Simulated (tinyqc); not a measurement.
Bloch-Grueneisen resistivity of a metal: one step, computed by the program tinyqc.

Electrons scatter from a Debye spectrum of phonons (n = 5 for scattering within one band, n = 3 for scattering into a second, heavy band) and from static defects.

Problem. The integral and the phonon part. J_n(y) = int_0^y x^n e^x/(e^x - 1)^2 dx, by 96 Gauss-Legendre points (upper limit at most 60). rho_ph = (n - 1) rho_1 (T/Theta)^n J_n(Theta/T), with rho_1 = 2 pi lambda_tr k_B Theta/(hbar eps_0 w_p^2), the high-temperature line at T = Theta.

Inputs (values chosen for the exercise, modelled on nickel): exponent n = 5; Debye temperature Theta = 399 K; temperature T = 600 K.

Addition: none.

rho_1 = 9.548094 microohm cm

Give: Theta/T; J_n; phonon resistivity rho_ph.

Solution.

Theta/T = 0.665

J_n = 0.047709

phonon resistivity rho_ph = 14.011 microohm cm

This is 97.6 % of the straight line rho_1 T/Theta.
